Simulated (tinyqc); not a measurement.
# Changing the critical dose Q_c

Model: permeation of metal atoms or ions through a thin barrier or dielectric: time lag, field-aided drift and lifetime. Computed by tinyqc, a small Python program. Command: `OMP_NUM_THREADS=1 python tinyqc.py 3002447 3002448 out.jsonl barrier sweep`. One thread of a shared host (Intel(R) Xeon(R) Processor @ 2.30GHz), about 0.03 s of CPU time with the checks.

The film 0 < x < d is empty at first; C = C0 at x = 0 and C = 0 at x = d. dC/dt = D d2C/dx2 - v dC/dx with drift v = D z e V/(k_B T d) (uniform field, no space charge).

Inputs (values chosen for the exercise, for a model case: singly charged ions through a dielectric):
```
quantity                                   value    unit
thickness d                                   22      nm
prefactor D0                             2.2e-08  cm^2/s
activation energy E                         0.76      eV
concentration at the source side C0      4.5e+14  1/cm^3
charge number z                                1       -
voltage V (positive drives ions across)     0.37       V
test temperature T                           175       C
use temperature T_u                          100       C
```

Constants: k_B = 8.617333262e-05 eV/K.

Method:
- D = D0 exp(-E/(k_B T)); time scale d^2/D; Peclet number P = z V/(k_B T), k_B T in eV; 1 nm = 1e-7 cm.
- Temperatures in kelvin are T(C) + 273.15.
- Steady flux J = (D C0/d) P/(1 - exp(-P)); time lag in units of d^2/D: s_L = [P (1 + exp(-P))/(1 - exp(-P)) - 2]/P^2 (P = 0: J = D C0/d, s_L = 1/6).
- Dose through the film Q(s) = C0 d {f (s - s_L) - 2 exp(P/2) sum_(n=1..200) (-1)^n n^2 pi^2 exp(-l_n s)/l_n^2}, l_n = n^2 pi^2 + P^2/4, f = P/(1 - exp(-P)) the relative flux.
- Solve Q = Q_c for s. At the use temperature D and P take T_u, with the same C0 and V; 1 year = 3.15576e7 s.

One run for each value:
```
critical dose Q_c (1/cm^2)  failure time at T (s)  s at the critical dose  failure time at T_u (years)
8.00e+05                                2.573e+03               3.320e-02                    3.924e-03
8.00e+06                                3.537e+03               4.565e-02                    5.301e-03
8.00e+07                                5.603e+03               7.232e-02                    8.183e-03
8.00e+08                                1.286e+04               1.660e-01                    1.812e-02
8.00e+09                                7.174e+04               9.260e-01                    9.924e-02
8.00e+10                                6.598e+05               8.516e+00                    9.096e-01
8.00e+11                                6.541e+06               8.442e+01                    9.013e+00
```

Over the rows, failure time at T (s) rises from 2570 to 6.54e6 (exponent d ln y / d ln x 0.14 between the first rows and 1.00 between the last); s at the critical dose rises from 0.0332 to 84.4 (exponent d ln y / d ln x 0.14 between the first rows and 1.00 between the last); failure time at T_u (years) rises from 0.00392 to 9.01 (exponent d ln y / d ln x 0.13 between the first rows and 1.00 between the last). At the high end the exponent of failure time at T is 1.00, close to 1: steady flow.

Caution (all rows): grain boundaries, pinholes, trapping and space charge are left out; thin real barriers usually fail at defects.
